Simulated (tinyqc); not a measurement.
Input admittance of a MOSFET at zero drain bias: distributed channel and distributed gate: one step of the calculation.

Source and drain grounded, strong inversion, w = 2 pi f, Cox = eps0 eox/tox. The channel is an RC line of resistance 1/(mu Cox Vo) per square fed from both ends, so one finger has the intrinsic admittance y = i w Cox L tanh(g)/g per width, g = (1/2) sqrt(i w tau), tau = L^2/(mu Vo). The vertical resistance rv/L is in series with y, the overlaps 2 i w Cov in parallel: y_t = 1/(1/y + rv/L) + 2 i w Cov. The gate strip is a line of Rsh/L per length loaded by y_t, so a finger has Y = y_t Wf tanh(k)/k, k = (Wf/sd) sqrt(y_t Rsh/L); the device has Nf Y.

Question. Low-frequency resistances and capacitance. Low-frequency limits, with c = Cox L and ct = c + 2 Cov: R_strip = Rsh Wf/(3 sd^2 L Nf), R_ch = (c/ct)^2 L/(12 mu Cox Vo Wf Nf), R_vert = (c/ct)^2 rv/(L Wf Nf), C = ct Wf Nf.

Inputs (values chosen for the exercise); values of the order met in silicon radio-frequency transistors: relative permittivity of the gate insulator (close to silicon nitride) eox = 7.38; insulator thickness tox = 4.2 nm; channel length L = 1.1 um; finger width Wf = 1.1 um; number of fingers Nf = 64; channel mobility mu = 150 cm^2/(V s); gate overdrive Vo = 0.65 V; sheet resistance of the gate Rsh = 29 ohm/square; vertical resistivity of the gate stack rv = 0 ohm um^2; number of ends at which a finger is contacted sd = 1; overlap and fringe capacitance on each side Cov = 0.36 fF/um.

Constants: eps0 = 8.8541878128e-14 F/cm where lengths are in cm. Results are converted to the units shown.

Find: parts; sum; C; 1/(2 pi R C).

Answer.

parts (ohm): strip 0.1510, channel 7.905, vertical 0
sum = 8.056 ohm
C = 1256 fF
1/(2 pi R C) = 15.74 GHz

The channel term is the largest, 98.1 % of the sum.

tinyqc, about 0.01 s, one thread, Intel Xeon 2.30GHz (shared host): `OMP_NUM_THREADS=1 python tinyqc.py 2262238 2262239 out.jsonl`
